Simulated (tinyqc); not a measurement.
Resistance of a source-drain extension with a graded tip: one step of the calculation.

y runs along the channel, the gate covers y > 0. The doping is N0 for y < y0 and N0 10^(-(y - y0)/la) beyond, uniform over the depth xj. Sheet conductance s(y) = q mu(N) max(N - Nch, 0) xj + (for y > 0) ma Cox Vo, with mu(N) = u0 + (u1 - u0)/(1 + (N/Nr)^au) and Cox = eps0 eox/tox. Current is taken as one-dimensional; depletion of the tip, spreading and the contact are left out. The metallurgical junction lies at yj, where N = Nch.

Question. Sheet resistances and junction position. yj = y0 + la log10(N0/Nch); sheet resistance of the full extension 1/[q mu(N0)(N0 - Nch) xj] and of the gate-induced layer 1/(ma Cox Vo); metallurgical length Lg - 2 yj; ye is where the doped and the gate-induced conductances are equal.

Inputs (values chosen for the exercise); mobility law close to that of electrons in silicon:
- eox = 22.6 (relative permittivity of the gate insulator (close to hafnium oxide))
- tox = 3 nm (insulator thickness)
- N0 = 1.9e20 cm^-3 (active doping of the extension far from the gate)
- la = 4.4 nm/decade (lateral abruptness)
- y0 = -0.4 nm (position under the gate where the fall begins (gate edge at 0))
- xj = 23 nm (depth of the extension)
- Nch = 1.1e18 cm^-3 (channel doping)
- Vo = 0.6 V (gate overdrive)
- ma = 120 cm^2/(V s) (mobility of the gate-induced layer)
- u1 = 1414 cm^2/(V s) (mobility at low doping)
- u0 = 68.5 cm^2/(V s) (mobility at high doping)
- Nr = 9.2e16 cm^-3 (reference doping)
- au = 0.711 (exponent)
- Lg = 90 nm (gate length)

Constants: q = 1.602176634e-19 C, eps0 = 8.8541878128e-14 F/cm where lengths are in cm. Results are converted to the units shown.

Wanted: yj; sheet resistance of the extension; sheet resistance of the induced layer; metallurgical length; ye; N at ye.

Answer.

yj = 9.4444 nm
sheet resistance of the extension = 193.12 ohm/square
sheet resistance of the induced layer = 2082.2 ohm/square
metallurgical length = 71.111 nm
ye = 4.6762 nm
N at ye = 1.3337e19 cm^-3

The gate takes over 4.77 nm before the junction, where N is still 12.1 times the channel doping.

tinyqc, about 0.03 s, one thread, Intel Xeon 2.30GHz (shared host): `OMP_NUM_THREADS=1 python tinyqc.py 2282159 2282160 out.jsonl`
